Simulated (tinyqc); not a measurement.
From results back to parameters: nanosheet or nanowire with hard walls, valleys of the Si type. Two cases, with inputs chosen for the exercise.

Problem. In a hard-walled rectangle E(n, l) = c pi^2 (n^2/(m_y W^2) + l^2/(m_z H^2)), c = hbar^2/2m0. Two levels were computed from hidden W and H.

Constants: hbar^2/2m0 = 3.80998211 eV angstrom^2.

Case 1.

Values chosen (out of a larger set: near those of Si; not measured data): m_y = 0.189 m0 (mass across the width); m_z = 0.933 m0 (mass along the height).

E(1, 1) = 0.038062 eV
E(2, 1) = 0.068515 eV

Case 2.

Values chosen (out of a larger set: near those of Si; not measured data): m_y = 0.191 m0 (mass across the width); m_z = 0.901 m0 (mass along the height).

E(1, 1) = 0.125122 eV
E(2, 1) = 0.361371 eV

Find: width term; height term; W; H.

Solution. The difference of the two levels is three times the width term; the rest of E(1, 1) is the height term.

Case 1.

width term = 10.15 meV
height term = 27.91 meV
W = 140.0 angstrom
H = 38.0 angstrom

Case 2.

width term = 78.75 meV
height term = 46.37 meV
W = 50.0 angstrom
H = 30.0 angstrom

Computed by tinyqc, one run a case: `OMP_NUM_THREADS=1 python tinyqc.py N N+1 out.jsonl` with N = 1250778, 1250888; one thread of a shared Intel(R) Xeon(R) Processor @ 2.30GHz, about 0.03 s a run at most.
